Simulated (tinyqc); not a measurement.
Berg model of reactive sputtering of a nitride or oxide: poisoning, hysteresis and pumping speed: one step, computed by the program tinyqc.

A diatomic gas reacts with bare metal on the target and on the collecting surfaces; ions remove metal and compound from the target. theta_t and theta_c are the compound fractions.

Problem. Critical pumping speed. Ion flux j = J/e; gas flux F = P/sqrt(2 pi M k_B T). Target: (2/z) alpha F (1 - theta_t) = j Y_c theta_t. Sputtered flows F_c = j Y_c theta_t A_t, F_m = j Y_m (1 - theta_t) A_t. Collector: (2/z) alpha F (1 - theta_c) A_c + F_c (1 - theta_c) = F_m theta_c. Gas use Q = alpha F [(1 - theta_t) A_t + (1 - theta_c) A_c] + P S/(k_B T); 1 sccm = 4.4780e17 molecules/s. Rate R = F_m + F_c, given relative to j Y_m A_t. P is a single-valued function of the flow Q only if dQ/dP > 0 everywhere: S must exceed k_B T times the steepest fall of the surface terms with P.

Inputs (values chosen for the exercise, close to those used for tantalum nitride):
```
quantity                         value     unit
ion current density J               23  mA/cm^2
target area A_t                    300     cm^2
collecting area A_c               5300     cm^2
metal yield Y_m                   0.54        -
compound yield Y_c                0.15        -
sticking coefficient alpha        0.27        -
reactive atoms per metal atom z      1        -
gas mass M                          28        u
pumping speed S                    140      l/s
gas temperature T                  300        K
```

Constants: e = 1.602176634e-19 C; u = 1.6605390666e-27 kg; k_B = 1.380649e-23 J/K.

Give: pressure of the steepest fall; critical pumping speed.

Solution.

pressure of the steepest fall = 0.0158 Pa

critical pumping speed = 308 l/s

S is 0.45 times the critical value: the flow curve is S-shaped and flow control shows hysteresis.
